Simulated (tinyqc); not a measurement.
What moves the results: core-shell quantum dot (spherical envelope functions). A value that a table varies takes the place of the one given here.

Parabolic bands; strain and other valleys are left out. s states, u = r psi, hard wall at R + H, c = hbar^2/2m0, energies from the band edges of the core. Core: u = sin(k1 r)/k1, k1 = sqrt(m1 E/c). At R, psi and psi'/m are continuous, so u is continuous and its slope in the shell is s = u/R + (m2/m1)(u' - u/R). Shell: u(R + x) = u(R) cos(k2 x) + s sin(k2 x)/k2, k2 = sqrt(m2 (E - V)/c); for negative arguments the functions turn into sinh and cosh. A level has u(R + H) = 0.

Overlap = (integral of u_e u_h)^2 with normalised u. Coulomb integrals J_ab = (q/eps) double integral of u_a(r)^2 u_b(s)^2/max(r, s), q = e^2/(4 pi eps0), one eps everywhere. Exciton E = Eg + E_e + E_h - J_eh; first-order biexciton shift J_ee + J_hh - 2 J_eh (positive: repulsive).

Constants: hbar^2/2m0 = 3.80998211 eV angstrom^2; e^2/(4 pi eps0) = 14.39964547 eV angstrom; hc = 1239.841984 eV nm.

Parameters, chosen for this exercise (near those of a CdTe/CdSe core-shell dot; shifted at random, so the results belong to these values and not to a real crystal):
- R = 39 angstrom (core radius)
- Vc = -0.307 eV (conduction edge of the shell above that of the core)
- Vv = 0.597 eV (hole barrier of the shell)
- me1 = 0.104 m0 (electron, core)
- me2 = 0.131 m0 (electron, shell)
- mh1 = 0.365 m0 (hole, core)
- mh2 = 0.467 m0 (hole, shell)
- Eg = 1.499 eV (gap of the core)
- eps = 7.3 (dielectric constant)
- Hs = (4, 6, 13, 20, 30, 47, 67) angstrom (shell thicknesses)
- H = 36 angstrom (shell thickness)

## Growing the shell

All quantities anew for each H.

Results:
```
H (angstrom),E_e (eV),E_h (eV),electron in core,overlap,J_eh (meV),E (eV),biexciton shift (meV)
4,0.1832,0.0562,0.991,0.997,80.8,1.657,0.1
6,0.1582,0.0545,0.973,0.981,77.4,1.634,0.5
13,0.0660,0.0535,0.771,0.745,65.0,1.554,7.4
20,-0.0312,0.0535,0.450,0.395,53.4,1.468,19.5
30,-0.1340,0.0535,0.186,0.149,44.1,1.374,30.7
47,-0.2183,0.0535,0.058,0.043,36.3,1.298,39.5
67,-0.2580,0.0535,0.022,0.016,30.8,1.264,45.3
```

The line moves by -394 meV: the electron gives -441, the hole -3 and the weaker attraction +50 meV. Over the last step E_e moves by -39.8 meV and E_h by 0.0 meV; the electron level lies above the shell edge Vc, so at this thickness it still spreads with the shell; whether a thicker shell brings it below Vc depends on whether the core binds a level at all. The overlap goes from 0.997 to 0.016, which scales the radiative lifetime by 61.8 if the rate is proportional to it.

## What each parameter does

All quantities anew. Each row changes one parameter from the base and keeps the others.

Results:
```
case,E (eV),overlap,electron in core,biexciton shift (meV)
base,1.339,0.091,0.118,34.6
R = 42 angstrom,1.335,0.084,0.119,32.4
H = 41 angstrom,1.317,0.064,0.084,37.0
Vc = -0.207 eV,1.422,0.154,0.183,31.1
Vv = 0.448 eV,1.337,0.103,0.118,33.1
me2 = 0.164 m0,1.320,0.072,0.093,35.9
mh1 = 0.292 m0,1.348,0.102,0.118,32.4
eps = 8.4,1.344,0.091,0.118,30.0
```

The largest shifts from the base row, up to three for each result and ties (the steps differ in size, so this ranks the rows, not the parameters). E (eV): Vc +0.083, H -0.022, me2 -0.018. overlap: Vc +0.063, H -0.027, me2 -0.019; unchanged at the printed digits by eps. electron in core: Vc +0.065, H -0.034, me2 -0.024; unchanged at the printed digits by Vv, mh1 and eps. biexciton shift (meV): eps -4.5, Vc -3.5, H +2.5.

Run: tinyqc, `OMP_NUM_THREADS=1 python tinyqc.py 1252229 1252230 out.jsonl`; Intel(R) Xeon(R) Processor @ 2.30GHz, one thread, shared host; about 0.05 s of CPU time with all checks.
